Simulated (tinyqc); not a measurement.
Pressure and uniformity: chemical vapour deposition: Grove model, boundary layer, depletion and step coverage. Computed by tinyqc, a small Python program. Command: `OMP_NUM_THREADS=1 python tinyqc.py 3008509 3008510 out.jsonl cvd walk`. One thread of a shared host (Intel(R) Xeon(R) Processor @ 2.30GHz), about 0.01 s of CPU time with the checks.

A precursor diffuses to the surface and reacts there at first order; each molecule that reacts adds one formula unit of film.

Inputs (values chosen for the exercise, close to those used for polysilicon from silane): prefactor k0 of k_s = 1.8e+08 cm/s; activation energy E = 1.59 eV; temperature T = 660 C; total pressure p = 0.19 torr; mole fraction of the precursor Y = 0.053; gas diffusivity D0 at 273.15 K and 760 torr = 0.34 cm^2/s; film density N = 5e+22 formula units/cm^3; precursor mass M = 32 u; wafer radius R = 15 cm; wafer spacing s = 0.41 cm.

Reactor: wafer stack, low pressure.

Constants: k_B = 1.380649e-23 J/K; u = 1.6605390666e-27 kg; k_B = 8.617333262e-05 eV/K.

Method:
- k_s = k0 exp(-E/(k_B T)); C_g = Y p/(k_B T), 1 torr = 133.322 Pa; D = D0 (T/273.15)^1.75 (760/p).
- Temperatures in kelvin are T(C) + 273.15.
- Mean speed c = sqrt(8 k_B T/(pi M)); reactive sticking probability beta = 4 k_s/c.
- Between two wafers the gas diffuses inward and reacts on both faces: (D/r) d/dr (r dC/dr) = 2 k_s C/s, so C(r)/C_g = I0(phi r/R)/I0(phi) with phi^2 = 2 k_s R^2/(s D); G(r) = k_s C(r)/N, 1 cm/s = 6e8 nm/min; the mean over the wafer is eta = 2 I1(phi)/(phi I0(phi)).

gas diffusivity D = 11674.9 cm^2/s

surface rate constant k_s = 0.465547 cm/s

precursor density C_g = 1.04207e+14 1/cm^3

Effect of the total pressure at fixed Y:
```
p (torr)  D (cm^2/s)     phi  centre/edge  G at the edge (nm/min)
0.05      4.4364e+04  0.1073      0.99713              1.5320e-01
0.1       2.2182e+04  0.1518      0.99427              3.0640e-01
0.3       7.3941e+03  0.2629      0.98294              9.1920e-01
1         2.2182e+03  0.4799      0.94480              3.0640e+00
3         7.3941e+02  0.8313      0.84719              9.1920e+00
10        2.2182e+02  1.5177      0.60086              3.0640e+01
30        7.3941e+01  2.6288      0.27521              9.1920e+01
100       2.2182e+01  4.7995      0.04389              3.0640e+02
```

D scales as 1/p and phi as sqrt(p), while the edge rate grows as p. The centre stays within 5 % of the edge up to 0.3 torr: low pressure trades rate for uniformity and lets wafers stand close together. Caution: at the lowest pressures the mean free path exceeds the wafer spacing, so D stops growing as 1/p.

Extremes, crossings and ranges named in words are read from the listed rows.
